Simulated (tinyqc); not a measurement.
Inside a calculation. Method: sp3 tight binding, zinc-blende lattice. Computed by tinyqc, a small Python program that keeps every step. Command: `OMP_NUM_THREADS=1 python tinyqc.py 23641 23642 out.jsonl` (the two numbers bound the seeds that draw the settings). One thread of a shared host (Intel(R) Xeon(R) Processor @ 2.60GHz), about 0.01 s of CPU time with the checks.

## Bloch Hamiltonian at k

Parameters chosen for this model: zinc-blende lattice, anion at 0, cation at a/4 (1,1,1); V = eta hbar^2 / (m d^2), hbar^2/m = 7.619964 eV angstrom^2:
```
parameter,value,unit
a,4.620000,angstrom
d,2.000519,angstrom
Es anion,-20.590000,eV
Ep anion,-9.990000,eV
Es cation,-11.780000,eV
Ep cation,-5.390000,eV
eta ss,-1.400000,
eta sp,1.840000,
eta pp sigma,3.240000,
eta pp pi,-0.810000,
V ss,-2.665605,eV
V sp,3.503366,eV
V pp sigma,6.168971,eV
V pp pi,-1.542243,eV
```

k point k (2 pi / a): 0.00000  -0.13000  -0.29000

Slater-Koster rules over the four bonds with direction cosines (l, m, n): ss V_ss; s-px l V_sp; px-s -l V_sp; px-px l^2 V_pps + (1 - l^2) V_ppp; px-py l m (V_pps - V_ppp); each times exp(i k.d).

H(k) at k (eV):
```
,a s,a px,a py,a pz,c s,c px,c py,c pz
a s,-20.59000,0.00000,0.00000,0.00000,-9.37620,-0.72180,0.00000-1.47338i,0.00000-3.48545i
a px,0.00000,-9.99000,0.00000,0.00000,0.72180,3.61653,0.00000-4.42931i,0.00000-1.87237i
a py,0.00000,0.00000,-9.99000,0.00000,0.00000+1.47338i,0.00000-4.42931i,3.61653,-0.91727
a pz,0.00000,0.00000,0.00000,-9.99000,0.00000+3.48545i,0.00000-1.87237i,-0.91727,3.61653
c s,-9.37620,0.72180,0.00000-1.47338i,0.00000-3.48545i,-11.78000,0.00000,0.00000,0.00000
c px,-0.72180,3.61653,0.00000+4.42931i,0.00000+1.87237i,0.00000,-5.39000,0.00000,0.00000
c py,0.00000+1.47338i,0.00000+4.42931i,3.61653,-0.91727,0.00000,0.00000,-5.39000,0.00000
c pz,0.00000+3.48545i,0.00000+1.87237i,-0.91727,3.61653,0.00000,0.00000,0.00000,-5.39000
```

## Levels at k

Diagonalise the Hermitian matrix.

eigenvalues (eV): -27.16858  -14.61163  -14.22102  -13.31948  -4.24498  -2.56978  -1.38628  -0.98824

weights |c|^2 of the basis functions:
```
,band 1,band 2,band 3,band 4,band 5,band 6,band 7,band 8
a s,0.69329,0.03946,0.00009,0.01374,0.21878,0.01828,0.00400,0.01236
a px,0.00001,0.02408,0.64165,0.00349,0.03649,0.00026,0.05143,0.24260
a py,0.00139,0.36463,0.02659,0.28518,0.00135,0.01546,0.25231,0.05308
a pz,0.00697,0.23026,0.00535,0.39750,0.10876,0.22279,0.00833,0.02004
c s,0.28058,0.08217,0.00505,0.03049,0.57770,0.00050,0.00366,0.01983
c px,0.00016,0.11707,0.18159,0.01250,0.04695,0.01741,0.16398,0.46035
c py,0.00293,0.08724,0.11626,0.10740,0.00012,0.04708,0.49980,0.13918
c pz,0.01468,0.05509,0.02341,0.14969,0.00985,0.67822,0.01650,0.05255
```

## Bloch Hamiltonian at X

k point X (2 pi / a): 1  0  0

As before.

H(k) at X (eV):
```
,a s,a px,a py,a pz,c s,c px,c py,c pz
a s,-20.59000,0.00000,0.00000,0.00000,0.00000,0.00000+8.09068i,0.00000,0.00000
a px,0.00000,-9.99000,0.00000,0.00000,0.00000-8.09068i,0.00000,0.00000,0.00000
a py,0.00000,0.00000,-9.99000,0.00000,0.00000,0.00000,0.00000,0.00000+10.28162i
a pz,0.00000,0.00000,0.00000,-9.99000,0.00000,0.00000,0.00000+10.28162i,0.00000
c s,0.00000,0.00000+8.09068i,0.00000,0.00000,-11.78000,0.00000,0.00000,0.00000
c px,0.00000-8.09068i,0.00000,0.00000,0.00000,0.00000,-5.39000,0.00000,0.00000
c py,0.00000,0.00000,0.00000,0.00000-10.28162i,0.00000,0.00000,-5.39000,0.00000
c pz,0.00000,0.00000,0.00000-10.28162i,0.00000,0.00000,0.00000,0.00000,-5.39000
```

## Levels at X

As before.

eigenvalues (eV): -24.09041  -19.02503  -18.22573  -18.22573  -2.74497  -1.88959  2.84573  2.84573

## Bands along a path

The same steps at evenly spaced points between the labelled ones.

Bands along the path (eV):
```
k,band 1,band 2,band 3,band 4,band 5,band 6,band 7,band 8
L,-25.19069,-20.27487,-15.24571,-15.24571,-5.13282,-0.13429,-0.13429,2.84838
L-G 0.33,-26.09638,-18.44164,-14.64467,-14.64467,-4.92218,-0.73533,-0.73533,1.71021
L-G 0.67,-27.26771,-14.79817,-13.25103,-13.25103,-4.56466,-2.12897,-2.12897,-1.11946
G,-27.72152,-12.40210,-12.40210,-12.40210,-4.64848,-2.97790,-2.97790,-2.97790
G-X 0.33,-27.10912,-14.35358,-14.35358,-13.96316,-3.95494,-2.72278,-1.02642,-1.02642
G-X 0.67,-25.46064,-17.11349,-17.11349,-17.05579,-3.06789,-2.16568,1.73349,1.73349
X,-24.09041,-19.02503,-18.22573,-18.22573,-2.74497,-1.88959,2.84573,2.84573
X-W 0.33,-24.09041,-19.02503,-18.22573,-18.22573,-2.74497,-1.88959,2.84573,2.84573
X-W 0.67,-24.09041,-19.02503,-18.22573,-18.22573,-2.74497,-1.88959,2.84573,2.84573
W,-24.09041,-19.02503,-18.22573,-18.22573,-2.74497,-1.88959,2.84573,2.84573
```

With 4 band(s) filled, the highest filled level on these points lies at G and the lowest empty one at L: a gap of 7.2693 eV, indirect.
